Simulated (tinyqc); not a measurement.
Mobility and doping from two currents.

Problem. A trap-free film with injecting contacts is fitted, with diffusion neglected, by J = q mu N V/Lf + (9/8) eps0 eps_r mu V^2/Lf^3. Find mu, N and the voltage at which both terms are equal.

Values chosen for this exercise:

| symbol | value | unit | meaning |
|---|---|---|---|
| eps_r | 11.5 |  | relative permittivity |
| Lf | 200 | nm | film thickness |

Constants: q = 1.602176634e-19 C, eps0 = 8.8541878128e-14 F/cm where lengths are in cm. Results are converted to the units shown.

J at 2.7 and 9 V (A/cm^2): [27.689330, 147.50565]

Answer. J/V is a straight line in V: the slope gives mu and the intercept mu N.

mu = 0.006800 cm^2/(V s)
N = 1.400e17 cm^-3
crossover voltage = 7.832 V

tinyqc, about 2 s, one thread, Intel Xeon 2.30GHz (shared host): `OMP_NUM_THREADS=1 python tinyqc.py 2730067 2730068 out.jsonl`
